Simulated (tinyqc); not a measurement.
# Fully depleted semiconductor-on-insulator film with two gates, non-linear Poisson equation by Newton steps: two studies

One dimension across the film, front interface at x = 0, back interface at x = ts. psi is counted from the intrinsic level, n = ni exp(psi/Vt) (source grounded), holes neglected, acceptors ionised. Gates act through Cox = eps0 eox/tox and Cbox = 3.9 eps0/tb with potentials G1 = Vg - (phiM - chi - Vt ln(Nc/ni)) and G2 = Vb - (phiB - chi - Vt ln(Nc/ni)). Classical Boltzmann densities, no interface charge, no depletion in the back plane.

Inputs (values chosen for the exercise); band and dielectric values close to those of silicon: temperature T = 250 K; band gap Eg = 1.1 eV; relative permittivity eps_r = 11.7; conduction-band density of states at T Nc = 2.11e19 cm^-3; valence-band density of states at T Nv = 2e19 cm^-3; electron affinity chi = 4.12 eV; relative permittivity of the gate insulator (close to hafnium oxide) eox = 22.4; insulator thickness tox = 6.3 nm; film thickness ts = 15 nm; buried-oxide thickness (eps_r 3.9) tb = 27 nm; acceptor density of the film Na = 1e15 cm^-3; work function of the front gate phiM = 4.37 eV; work function of the back plane phiB = 4.62 eV; back-gate voltage Vb = 0 V.

Constants: q = 1.602176634e-19 C, kB = 1.380649e-23 J/K, Vt = kB T/q, eps0 = 8.8541878128e-14 F/cm where lengths are in cm. Results are converted to the units shown.

Each table varies one quantity; the others keep the values above.

## Charge against front-gate voltage

ni = sqrt(Nc Nv) exp(-Eg/(2 Vt)), Eg in volts. The Poisson equation eps0 eps_r d2psi/dx2 = q (n + Na), with -eps0 eps_r dpsi/dx = Cox (G1 - psi) at x = 0 and eps0 eps_r dpsi/dx = Cbox (G2 - psi) at x = ts, is solved on 300 equal intervals with half boxes at both ends; N_inv is the trapezoid sum of n. Swing = ln 10/(d ln N_inv/dVg); the last column is (dN_inv/dVb)/(dN_inv/dVg).

Charge against front-gate voltage:
```
Vg (V)	psi front (V)	psi back (V)	N_inv (cm^-2)	centroid/ts	swing (mV/decade)	q dN_inv/dVg over Cox	back/front leverage
-0.23	0.0698	0.0667	5.99e3	0.488	55.5	1.26e-8	0.120
-0.08	0.215	0.189	3.15e6	0.402	54.7	6.73e-6	0.104
0.07	0.360	0.311	1.79e9	0.326	54.4	0.00385	0.0898
0.22	0.488	0.404	3.50e11	0.225	111	0.369	0.0666
0.37	0.549	0.420	2.08e12	0.126	333	0.734	0.0478
0.52	0.579	0.423	4.44e12	0.0847	614	0.848	0.0427
0.67	0.598	0.424	7.02e12	0.0643	918	0.897	0.0407
0.82	0.611	0.424	9.71e12	0.0522	1.23e3	0.923	0.0397
0.97	0.622	0.425	1.25e13	0.0441	1.55e3	0.939	0.0391
```

N_inv passes 1e11 cm^-2 at Vg = 0.172 V. The swing starts at 55.5 mV a decade, against (1 + k) Vt ln 10 = 51.3 for a front channel with k = Cs Cbox/(Cox (Cs + Cbox)) = 0.0343, Cs = eps0 eps_r/ts; above threshold this column is no longer a subthreshold swing. The centroid falls from 0.488 to 0.0441 of ts and the leverage of the back gate falls from 0.120 to 0.0391. For Vg = 0.37, 0.52, 0.67, 0.82, 0.97 the density at an interface exceeds 0.3 Nc, where Boltzmann statistics fail. For Vg = 0.37, 0.52, 0.67, 0.82, 0.97 the classical centroid lies within 3 nm of an interface, where confinement, left out, would push it away.

## Threshold and coupling against the back-gate voltage

VT is the Vg for N_inv = 1e11 cm^-2; -dVT/dVb from the linearised equation. Limits with Cs = eps0 eps_r/ts: front channel Cs Cbox/(Cox (Cs + Cbox)), back channel Cbox (Cox + Cs)/(Cox Cs). Swing at N_inv = 1e8 cm^-2.

The same in every row: front-channel limit = 0.0343; back-channel limit = 0.226.

Results:
```
Vb (V)	VT (V)	centroid/ts at VT	-dVT/dVb	swing (mV/decade)
-3	0.319	0.0395	0.0406	51.7
-2.25	0.288	0.0505	0.0424	51.8
-1.5	0.255	0.0699	0.0455	51.9
-0.75	0.219	0.114	0.0525	52.4
0	0.172	0.268	0.0771	54.4
0.75	0.0894	0.679	0.150	58.5
2.25	-0.199	0.932	0.210	60.2
3	-0.358	0.953	0.215	60.4
```

Estimate the missing row, Vb = 1.5 V.

Computed row:
```
Vb (V)	VT (V)	centroid/ts at VT	-dVT/dVb	swing (mV/decade)
1.5	-0.0449	0.882	0.198	59.8
```

With this row back in the table: As Vb goes from -3 to 3, VT falls from 0.319 to -0.358 V, the centroid rises from 0.0395 to 0.953 of ts and -dVT/dVb rises from 0.0406 to 0.215. The coupling covers 3.33 % of the way from the front-channel to the back-channel limit in the first row and 94.3 % in the last. A positive back bias draws the electrons to the back interface, where the back gate has more leverage and the front gate less, so the swing worsens.

tinyqc, about 0.4 s, one thread, Intel Xeon 2.30GHz (shared host): `OMP_NUM_THREADS=1 python tinyqc.py 2190010 2190011 out.jsonl`
